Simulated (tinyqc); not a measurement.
Worked calculation: two-node Weyl semimetal on a cubic lattice and its slab. Values are carried at full precision from step to step, so a last printed digit may differ when a step is redone from the rounded ones.

H = d.s with dx = t sin kx, dy = t sin ky, dz = m (2 - cos kx - cos ky) + M(kz), M = tz (cos k0 - cos kz), k in 1/a. Nodes at (0, 0, +/-k0). Berry curvature of the lower band along z: Omega = d.(dd/dkx x dd/dky)/(2|d|^3), in the sense curl of i<u|grad u>.

Inputs chosen for the exercise: t = 0.43 eV (hopping in sx and sy); m = 1.49 eV (mass term); tz = 1.1 eV (hopping along z); k0 = 0.51 1/a (position of the nodes); k = (0.82, -0.35, 2.4) 1/a (wave vector); N = 6 (layers of the small slab); ky = 0.18 1/a; kz = 0.22 1/a.

## One k point

Form M, d, E = -/+ |d| and Omega.

M(kz) = 1.7712 eV

dx, dy, dz (eV): 0.3144  -0.1474  2.3350

|E| = 2.3607 eV
Omega = 0.0044 a^2

## The nodes

Near (0,0,+/-k0): d = (t qx, t qy, +/- tz sin(k0) qz). The chirality is the sign of the product of the three velocities. Each plane of fixed kz with -2m < M < 0 has Chern number -1 in the sense above, so the sum over planes gives sigma_xy of size (e^2/h) 2 k0/(2 pi a).

velocities at +k0 (eV a): 0.4300  0.4300  0.5370

chirality: +k0 1, -k0 -1

|sigma_xy| = 0.1623 e^2/(h a)
M(0) = -0.1400 eV

## The slab at one surface momentum

Slab of N layers along x with hard walls: layer block t sin(ky) sy + (m (2 - cos ky) + M(kz)) sz, block to the next layer t sx/(2i) - m sz/2.

Fill in the matrix.

H (eV):
```
         1+        1-        2+        2-        3+        3-        4+        4-        5+        5-        6+
1+   1.4006  -0.0770i   -0.7450  -0.2150i         0         0         0         0         0         0         0
1-  0.0770i   -1.4006  -0.2150i    0.7450         0         0         0         0         0         0         0
2+  -0.7450   0.2150i    1.4006  -0.0770i   -0.7450  -0.2150i         0         0         0         0         0
2-  0.2150i    0.7450   0.0770i   -1.4006  -0.2150i    0.7450         0         0         0         0         0
3+        0         0   -0.7450   0.2150i    1.4006  -0.0770i   -0.7450  -0.2150i         0         0         0
3-        0         0   0.2150i    0.7450   0.0770i   -1.4006  -0.2150i    0.7450         0         0         0
4+        0         0         0         0   -0.7450   0.2150i    1.4006  -0.0770i   -0.7450  -0.2150i         0
4-        0         0         0         0   0.2150i    0.7450   0.0770i   -1.4006  -0.2150i    0.7450         0
5+        0         0         0         0         0         0   -0.7450   0.2150i    1.4006  -0.0770i   -0.7450
5-        0         0         0         0         0         0   0.2150i    0.7450   0.0770i   -1.4006  -0.2150i
6+        0         0         0         0         0         0         0         0   -0.7450   0.2150i    1.4006
6-        0         0         0         0         0         0         0         0   0.2150i    0.7450   0.0770i

          6-
1+         0
1-         0
2+         0
2-         0
3+         0
3-         0
4+         0
4-         0
5+  -0.2150i
5-    0.7450
6+  -0.0770i
6-   -1.4006
```

## Levels and layer weights of the middle pair

Diagonalise; sum the weights over the two components of each layer.

levels (eV): -2.7492  -2.3500  -1.7727  -1.1306  -0.5492  -0.1232  0.1232  0.5492  1.1306  1.7727  2.3500  2.7492

weights:
```
       layer 1  layer 2  layer 3  layer 4  layer 5  layer 6
lower    0.115    0.241    0.267    0.212    0.124    0.041
upper    0.041    0.124    0.212    0.267    0.241    0.115
```

The matrix belongs to ky = 0.18, kz = 0.22, where the mass m (1 - cos ky) + M(kz) is -0.0894 eV and t sin(ky) = 0.0770 eV. A negative mass binds arc states at -/+ t sin(ky) on opposite faces; here one outer layer holds 11 % and the other 4 %, and the overlap across the thin slab moves the level by +46.2 meV.

## Checks

- Omega from the formula against a plaquette of side 1e-4: both 0.004418.
- C of the plane kz = 0 against -1: both -1.00.

Computed by tinyqc, a small Python program: `OMP_NUM_THREADS=1 python tinyqc.py 1452290 1452291 out.jsonl` (the numbers bound the seed that draws the inputs); one thread of a shared host (Intel(R) Xeon(R) Processor @ 2.30GHz), about 0.1 s for the whole set of steps.
